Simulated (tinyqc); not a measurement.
Finite-difference solution of the diffusion equation on a small grid. Changing the time step dt. Computed by tinyqc, a small Python program. Command: `OMP_NUM_THREADS=1 python tinyqc.py 3011443 3011444 out.jsonl fdiff sweep`. One thread of a shared host (Intel(R) Xeon(R) Processor @ 2.30GHz), about 0.01 s of CPU time with the checks.

dC/dt = D d2C/dx2 on nodes x_j = j dx, j = 0..8; the far end is sealed.

Inputs (values chosen for the exercise): diffusivity D = 0.31 nm^2/s; grid spacing dx = 20 nm; final time t_f = 16400 s.

Boundary at x = 0: sealed surface. Scheme: implicit.

start values C_j, j = 0, 1, ... (% of a reference): [2.34, 17.7, 76.8, 100, 70.1, 35.8, 13.5, 0, 0]

Method:
- The operator M acts as (M C)_j = C_(j-1) - 2 C_j + C_(j+1); at the sealed far end a mirror node gives 2 C_(N-2) - 2 C_(N-1); at j = 0, a mirror node gives 2 C_1 - 2 C_0.
- r = D dt/dx^2.
- With r = D dt/dx^2: (1 - theta r M) C(new) = (1 + (1 - theta) r M) C(old); theta = 0 explicit, 1 implicit, 1/2 Crank-Nicolson.
- The run takes n = round(t_f/dt) steps of length t_f/n.
- The dose is the trapezoidal sum of C dx; the error is the largest difference from exp(M D t/dx^2) C(0), the exact time evolution on the same grid.

One run for each value:
```
time step dt (s),largest error at t_f (%),mesh ratio r,final C_4 (%),final dose (% nm)
64.1,0.0254,0.0496,39.409,6301.4
128.1,0.0509,0.0993,39.411,6301.4
256.2,0.1022,0.1986,39.417,6301.4
512.5,0.2063,0.3972,39.431,6301.4
1025.0,0.4205,0.7944,39.468,6301.4
2050.0,0.8732,1.5888,39.581,6301.4
4100.0,1.8511,3.1775,39.951,6301.4
8200.0,3.8777,6.3550,41.061,6301.4
```

Describe and explain the trends.

Over the rows, largest error at t_f (%) rises from 0.0254 to 3.88 (exponent d ln y / d ln x 1.0 between the first rows and 1.1 between the last). At the low end the exponent of largest error at t_f is 1.00, close to 1: first order in the step.

Extremes, crossings and ranges named in words are read from the listed rows.
